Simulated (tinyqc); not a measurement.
Inside a calculation. Method: Hubbard ring of 3 sites. One step of it, computed by the program tinyqc.

Question. Mean-field iteration 1. H(up) = T + U n(down), H(down) = T + U n(up); fill the lowest levels; n(new) = n + mixing (n(out) - n); E = tr T (rho up + rho down) + U sum n_up n_down of the output.

one-body matrix (hopping and site energies) (eV), order 1, 2, 3:
```
[[0.450000, -0.720000, -0.720000],
 [-0.720000, 0.910000, -0.720000],
 [-0.720000, -0.720000, 0.930000]]
```

U = 2.400000 eV

electrons, up and down: [2, 2]

mixing = 0.500000

n(up) at the start (a guess, not normalised): [1.000000, 0.217000, 1.000000]

n(down) at the start (a guess): [0.217000, 1.000000, 0.217000]

Give: levels, up; levels, down; energy; n(up) after iteration 1; n(down) after iteration 1.

Answer.

levels, up (eV): [0.1325, 1.9566, 3.6425]

levels, down (eV): [0.7735, 2.9733, 3.8639]

energy = 4.2221 eV

n(up) after iteration 1: [0.9822, 0.1575, 0.9687]

n(down) after iteration 1: [0.4667, 0.9958, 0.2545]
